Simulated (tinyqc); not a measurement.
Sputter depth profiling of a dopant layer: erosion rate, quantification and the mixing-roughness response: one step, computed by the program tinyqc.

A rastered ion beam erodes silicon (49.94 atoms per nm^3). The measured profile is the true one convolved with a depth response.

Task: Erosion and sensitivity. Scaling chosen for the exercise: yield Y = Y1 E^0.5, mixing length w = w1 E^0.5 (E in keV). Erosion rate = Y I/(e x raster^2 x density); depth step = rate x counting time; concentration = RSF x counts/matrix counts; detection limit = RSF x 3 sqrt(background x time)/(matrix rate x time).

Inputs (values chosen for the exercise, modelled on a dopant in silicon under an oxygen or caesium beam):
```
quantity                           value    unit
beam energy E                       0.54     keV
beam current                         100      nA
raster side                          500      um
sputter yield at 1 keV              0.68       -
mixing length at 1 keV               1.9      nm
relative sensitivity factor RSF  3.2e+21  1/cm^3
matrix count rate                 800000     1/s
background count rate               0.69     1/s
counting time per point                1       s
```

True profile: delta layer.

Constants: e = 1.602176634e-19 C.

Give: yield Y; mixing length w; erosion rate; depth step; detection limit.

Result:

yield Y = 0.4997

mixing length w = 1.396 nm

erosion rate = 0.02498 nm/s

depth step = 0.02498 nm

detection limit = 9.968e+15 1/cm^3

Caution: with so few background counts Poisson statistics, not 3 sqrt(N), set the true limit.
